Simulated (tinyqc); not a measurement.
Surface photovoltage measurement of the minority-carrier diffusion length in a wafer: one step, computed by the program tinyqc.

Low injection, steady light, a depletion layer much thinner than 1/alpha and L. The excess density dn is taken at the front edge of the neutral region; light that reaches the back is lost.

Question. One wavelength. alpha = (84.732/lambda - 76.417)^2 per cm with lambda in micrometre (an empirical fit for silicon between 0.7 and 1.05 micrometre). Thick wafer: dn = Phi L/((S_f + D/L)(L + 1/alpha)). Finite wafer, with s = S_b L/D, w = W/L, a = alpha L: dn = [Phi a/(a^2 - 1)] [a - B - exp(-alpha W)(a - s)/(cosh w + s sinh w)]/(S_f + B D/L), B = (sinh w + s cosh w)/(cosh w + s sinh w). Photovoltage V = (k_B T/e) ln(1 + dn/n_0). Lifetime = L^2/D.

Inputs (values chosen for the exercise, modelled on p-type silicon at room temperature):
```
quantity                                             value        unit
diffusion length L                                     170  micrometre
wafer thickness W                                      300  micrometre
diffusivity D                                         33.1      cm^2/s
front recombination velocity S_f                       860        cm/s
back recombination velocity S_b                      70000        cm/s
photon flux entering                               1.1e+12  1/(cm^2 s)
minority density at the surface barrier scale n_0  1.2e+10      1/cm^3
temperature T                                          298           K
wavelength                                             871          nm
```

Constants: k_B = 8.617333262e-05 eV/K.

Give: alpha; penetration depth 1/alpha; dn, thick wafer; B; dn, finite wafer; photovoltage V; lifetime.

Answer.

alpha = 435.3 1/cm

penetration depth 1/alpha = 22.97 micrometre

dn, thick wafer = 3.452e+08 1/cm^3

B = 1.057

dn, finite wafer = 3.291e+08 1/cm^3

photovoltage V = 0.6948 mV

lifetime = 8.731 microsecond
